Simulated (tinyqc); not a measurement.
Weibull analysis of times to dielectric breakdown, with area scaling: two steps of the calculation.

Breakdown times follow F(t) = 1 - exp(-(t/t63)^beta). The 9 times below were drawn at random from beta = 2.7, t63 = 1100 s and are treated as data; all samples failed.

Parameters, values chosen for the exercise: characteristic time of a test capacitor t63 = 1100 s; Weibull slope beta = 2.7.

Task 1. Straight-line fit. Least squares of W on ln t: beta = sum (x - mean x)(W - mean W)/sum (x - mean x)^2 with x = ln t, and ln t63 = mean x - mean W/beta.

W, i 1 to 9: [-2.5589408, -1.6119944, -1.0829294, -0.6926603, -0.3665129, -0.0700182, 0.2211078, 0.5365410, 0.9545050]
ln t, i 1 to 9: [6.3561077, 6.5467854, 6.6012301, 6.6821086, 6.8772961, 6.9565454, 7.1777824, 7.1853870, 7.2078599]

Wanted: beta; t63.

Result 1.

beta = 3.4167
t63 = 1091.6 s

beta is 27 % above the value that made the data and t63 0.77 % below it.

Task 2. Likelihood estimate of beta. Maximum likelihood: a(beta) = 1/beta with a = sum t^beta ln t/sum t^beta - mean ln t. Averaged step: beta(new) = [beta + 1/a(beta)]/2.

t, i 1 to 9 (s): [576, 697, 736, 798, 970, 1050, 1310, 1320, 1350]
beta after iteration 1 = 3.8786506

Give: beta after iteration 2.

Result 2.

beta after iteration 2 = 3.955

Numbers from tinyqc (`OMP_NUM_THREADS=1 python tinyqc.py 2070006 2070007 out.jsonl`; about 0.01 s on one thread of a shared Intel Xeon 2.30GHz).
